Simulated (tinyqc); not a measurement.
Thermal, flicker and telegraph noise of a field-effect transistor: one step, computed by the program tinyqc.

Strong inversion, threshold roll-off and channel-length modulation left out; noise sources are uncorrelated and are given as one-sided spectral densities.

Problem. Flicker noise. C_ox = 3.9 eps_0/t; V_c = 2 v_s L/mu; I = W C_ox v_s V_ov^2/(V_ov + V_c); g_m = W C_ox v_s V_ov (V_ov + 2 V_c)/(V_ov + V_c)^2; g_d0 = mu C_ox (W/L) V_ov. Tunnelling length lambda = hbar/(2 sqrt(2 m_ox phi)); flat-band noise S_Vfb = e^2 k_B T lambda N_t/(W L C_ox^2 f). S_I = g_m^2 S_Vfb (1 + alpha_sc mu C_ox I/g_m)^2.

Inputs (values chosen for the exercise, modelled on a high-k silicon transistor):

| quantity | value | unit |
|---|---|---|
| width W | 0.73 | micrometre |
| length L | 170 | nm |
| electrical oxide thickness t | 7.9 | nm |
| mobility mu | 420 | cm^2/(V s) |
| saturation velocity v_s | 0.87 | 1e7 cm/s |
| overdrive V_ov | 0.7 | V |
| oxide trap density N_t | 3.8e+16 | 1/(eV cm^3) |
| oxide barrier phi | 1.7 | eV |
| oxide mass m_ox | 0.39 | m_0 |
| Coulomb scattering coefficient alpha_sc | 5400 | V s/C |
| frequency f | 40000 | Hz |
| temperature T | 300 | K |

Operating region: saturation. Flicker model: number with correlated mobility.

drain current I = 96.86546 microampere

Constants: eps_0 = 8.8541878128e-12 F/m; hbar = 1.054571817e-34 J s; m_0 = 9.1093837015e-31 kg; e = 1.602176634e-19 C; k_B = 8.617333262e-05 eV/K.

Give: tunnelling length lambda; S_Vfb; flicker S_I; flicker S_I/I^2.

Solution.

tunnelling length lambda = 1.199 angstrom

S_Vfb = 3.187e-14 V^2/Hz

flicker S_I = 2.941e-21 A^2/Hz

flicker S_I/I^2 = 3.135e-13 1/Hz

Caution: fewer than one trap per decade of time constant is active, so one device shows telegraph steps and the 1/f law is only a mean over many devices.
